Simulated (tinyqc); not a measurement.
Inside a calculation. Model: input admittance of a MOSFET at zero drain bias: distributed channel and distributed gate.

Program tinyqc, `OMP_NUM_THREADS=1 python tinyqc.py 2262236 2262237 out.jsonl`; Intel Xeon 2.30GHz, shared host, one thread, about 0.01 s. Printed values are rounded.

Source and drain grounded, strong inversion, w = 2 pi f, Cox = eps0 eox/tox. The channel is an RC line of resistance 1/(mu Cox Vo) per square fed from both ends, so one finger has the intrinsic admittance y = i w Cox L tanh(g)/g per width, g = (1/2) sqrt(i w tau), tau = L^2/(mu Vo). The vertical resistance rv/L is in series with y, the overlaps 2 i w Cov in parallel: y_t = 1/(1/y + rv/L) + 2 i w Cov. The gate strip is a line of Rsh/L per length loaded by y_t, so a finger has Y = y_t Wf tanh(k)/k, k = (Wf/sd) sqrt(y_t Rsh/L); the device has Nf Y.

Parameters, values chosen for the exercise; values of the order met in silicon radio-frequency transistors: relative permittivity of the gate insulator (close to silicon dioxide) eox = 3.9; insulator thickness tox = 3.9 nm; channel length L = 0.5 um; finger width Wf = 3.2 um; number of fingers Nf = 16; channel mobility mu = 190 cm^2/(V s); gate overdrive Vo = 0.62 V; sheet resistance of the gate Rsh = 19 ohm/square; vertical resistivity of the gate stack rv = 0 ohm um^2; number of ends at which a finger is contacted sd = 2; overlap and fringe capacitance on each side Cov = 0.17 fF/um; frequency f = 21 GHz.

Constants: eps0 = 8.8541878128e-14 F/cm where lengths are in cm. Results are converted to the units shown.

## Low-frequency resistances and capacitance

Low-frequency limits, with c = Cox L and ct = c + 2 Cov: R_strip = Rsh Wf/(3 sd^2 L Nf), R_ch = (c/ct)^2 L/(12 mu Cox Vo Wf Nf), R_vert = (c/ct)^2 rv/(L Wf Nf), C = ct Wf Nf.

parts (ohm): strip 0.633333, channel 6.72907, vertical 0
sum = 7.36240 ohm
C = 244.075 fF
1/(2 pi R C) = 88.5680 GHz

The channel term is the largest, 91.4 % of the sum.

## Admittance of the channel and stack per width

tau, g, c = Cox L, y and y_t as defined.

tau = 21.2224 ps
g = 0.591632+0.591632i
c = 4.42709 fF/um
y = 126.301+548.811i uS/um
y_t = 126.301+593.673i uS/um

w tau = 2.80, and Im y is 0.940 of w c.

## Input impedance of the device

k and Y as defined; Z = 1/(Nf Y) = R + 1/(i w C); Q = |Im Z|/R; signal at the point farthest from a contact |1/cosh k|.

k = 0.188854+0.152903i
Nf Y = 7.0165+30.1356i mS
R = 7.32883 ohm
C = 240.774 fF
Q = 4.29494
signal at the far point = 0.993615

R is 0.46 % below its low-frequency limit and C is 1.4 % below its own.
